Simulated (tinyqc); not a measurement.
Metal-induced gap states at the contact of a metal chain and a two-band chain: one step. Pinning factor. Two cases, with inputs chosen for the exercise.

Problem. Gap states per area N = 2 Ds/a^2 (two spins). Charge in them sits a distance xi from the metal, so S = 1/(1 + 4 pi e^2 N xi/eps), e^2 meaning e^2/(4 pi eps0); S is the change of the barrier per change of the metal work function.

Constants: e^2/(4 pi eps0) = 14.39964547 eV angstrom.

Case 1.

Values chosen (out of a larger set: gap and optical dielectric constant near those of Ge; the chain itself is a model; not measured data): a = 4 angstrom (period (two sites); one chain for each area a^2); eps = 15.3 (dielectric constant).

Ds, the density per spin summed over the semiconductor = 0.5399300 1/eV
xi, the decay length of the density = 15.24043 angstrom

Case 2.

Values chosen (out of a larger set: gap and optical dielectric constant near those of HfO2; the chain itself is a model; not measured data): a = 3.6 angstrom (period (two sites); one chain for each area a^2); eps = 3.9 (dielectric constant).

Ds, the density per spin summed over the semiconductor = 0.0193206 1/eV
xi, the decay length of the density = 1.56970 angstrom

Give: N; 4 pi e^2 N xi/eps; S.

Solution.

Case 1.

N = 6.749e+14 1/(eV cm^2)
4 pi e^2 N xi/eps = 12.1651
S = 0.0760

Strong pinning, near the Bardeen limit S = 0.

Case 2.

N = 2.982e+13 1/(eV cm^2)
4 pi e^2 N xi/eps = 0.2172
S = 0.8216

Weak pinning, nearer the Schottky limit S = 1.

Computed by tinyqc, one run a case: `OMP_NUM_THREADS=1 python tinyqc.py N N+1 out.jsonl` with N = 1481724, 1481860; one thread of a shared Intel(R) Xeon(R) Processor @ 2.30GHz, about 0.01 s a run at most.
